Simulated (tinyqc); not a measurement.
# Distribution of switching voltages from the rising branch

Question. In a Preisach model that starts with all elements at -1, a rising voltage turns to +1 all elements whose up-switching voltage it has passed, and P = Ps (2 F - 1) with F their total weight; the last voltage saturates the film. Find Ps and the weight that switches in each interval, from 0 V up.

P on the way up (uC/cm^2): 0.6 V -27.159458, 1.2 V -8.625303, 1.8 V 14.741849, 2.4 V 29.562799, 3 V 34.000000

Solution. Each step of P divided by 2 Ps is the weight of that interval; the rising branch says nothing of the down-switching voltages.

Ps = 34.00 uC/cm^2
weights: [0.1006, 0.2726, 0.3436, 0.2180, 0.0653]

Program tinyqc, `OMP_NUM_THREADS=1 python tinyqc.py 2860070 2860071 out.jsonl`; Intel Xeon 2.30GHz, shared host, one thread, about 0.01 s.
